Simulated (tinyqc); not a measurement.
Coherent transport through a tight-binding region between two chains, step by step. Computed by tinyqc, a small Python program that keeps every step. Settings: temperature = 4, mu = -0.34. Command: `OMP_NUM_THREADS=1 python tinyqc.py 30324 30325 out.jsonl` (the two numbers bound the seeds that draw the settings). One thread of a shared host (Intel(R) Xeon(R) Processor @ 2.60GHz), about 0.07 s of CPU time with the checks.

## Transmission at E = 0.72 eV

H of the central region (eV):
```
,1,2
1,0.020000,-0.900000
2,-0.900000,0.600000
```

Leads: semi-infinite chains with site energy 0:
```
parameter,value
lead hopping t (eV),1.330000
coupling to the left lead (eV),0.950000
coupling to the right lead (eV),1.450000
left contact site,1
right contact site,2
```

E = 0.720000 eV

Surface Green function g = (E - i sqrt(4 t^2 - E^2)) / (2 t^2); self-energy tc^2 g on each contact site; G = (E - H - Sigma)^(-1); Gamma = -2 Im Sigma; T = Gamma_L Gamma_R |G_LR|^2; local density of states -Im G_ii / pi.

g = 0.203516-0.723812i 1/eV

G (1/eV):
```
,1,2
1,0.356123-0.669159i,0.421113+0.125412i
2,0.421113+0.125412i,-0.150565-0.377602i
```

local density of states (1/eV): 0.213000  0.120194

transmission = 0.767711

## Transmission across the band

The same steps on a grid of energies.

T(E):
```
E (eV),T
-2.52700000,0.053055
-2.27430000,0.154440
-2.02160000,0.260719
-1.76890000,0.374630
-1.51620000,0.496088
-1.26350000,0.621246
-1.01080000,0.741671
-0.75810000,0.844900
-0.50540000,0.917493
-0.25270000,0.950067
0.00000000,0.941365
0.25270000,0.898371
0.50540000,0.832634
0.75810000,0.755812
1.01080000,0.676912
1.26350000,0.601620
1.51620000,0.532857
1.76890000,0.471664
2.02160000,0.417958
2.27430000,0.370934
2.52700000,0.327756
```

levels of the isolated region (eV): -0.635569  1.255569

## Current

I = (2e/h) int T(E) [f(E - mu - V/2) - f(E - mu + V/2)] dE at 4 K with mu = -0.34 eV, the bias not changing H; 2e^2/h = 77.48092 microsiemens; the integral runs over the band on 4001 points.

Current:
```
V (volt),I (microampere)
0.010000,0.730716
0.050000,3.654955
0.100000,7.308714
0.200000,14.605516
0.400000,29.107699
0.800000,57.415347
```
